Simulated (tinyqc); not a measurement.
Capacitance of parallel on-chip lines from Laplace's equation on a mesh: one step of the calculation.

Cross-section of an endless row of equal lines between two grounded planes; neighbours are driven in antiphase (+1 V and -1 V), so the plane midway between two lines is at 0 V. By symmetry one quarter is solved: x runs from the centre of a line (column 0, mirror) to that midplane (column 5, 0 V), y from the mid-height of the line (row 0, mirror) to the ground plane (row 3, 0 V). The line fills columns 0 to 2 and rows 0 to 1 at 1 V. Cells beside the line (below row 1) have e2, cells above have e1. Each link between nodes has the conductance g = mean permittivity of the two cells beside it (a cell beyond a mirror counts as 0), and the free nodes obey sum g (V_neighbour - V) = 0.

Question. Capacitance per length. C = 4 eps0 sum g (difference of V)^2 over all links (twice the energy of the four quarters, line at 1 V). Plate estimate without fringing: eps0 [2 e1 w/hd + 2 e2 t/(s/2)], w = 4 hx, t = 2 hx, s/2 = 3 hx, hd = 2 hx.

Parameters, values chosen for the exercise: relative permittivity above and below the lines e1 = 3; relative permittivity between the lines e2 = 3.9.

Constants: eps0 = 8.8541878128e-12 F/m. Results are converted to the units shown.

converged V (V):
```
           col 0      col 1      col 2      col 3      col 4      col 5
row 0  1.0000000  1.0000000  1.0000000  0.5824940  0.2633775  0.0000000
row 1  1.0000000  1.0000000  1.0000000  0.5332993  0.2355081  0.0000000
row 2  0.4913500  0.4827000  0.4394501  0.2751004  0.1276521  0.0000000
row 3  0.0000000  0.0000000  0.0000000  0.0000000  0.0000000  0.0000000
```

gx:
```
       col 0  col 1  col 2  col 3  col 4
row 0   1.95   1.95   1.95   1.95   1.95
row 1   3.45   3.45   3.45   3.45   3.45
row 2      3      3      3      3      3
row 3    1.5    1.5    1.5    1.5    1.5
```

gy:
```
       col 0  col 1  col 2  col 3  col 4  col 5
row 0   1.95    3.9    3.9    3.9    3.9   1.95
row 1    1.5      3      3      3      3    1.5
row 2    1.5      3      3      3      3    1.5
```

Give: C; plate estimate.

Answer.

C = 227.4 aF/um
plate estimate = 152.3 aF/um

tinyqc, about 1 s, one thread, Intel Xeon 2.30GHz (shared host): `OMP_NUM_THREADS=1 python tinyqc.py 2790221 2790222 out.jsonl`
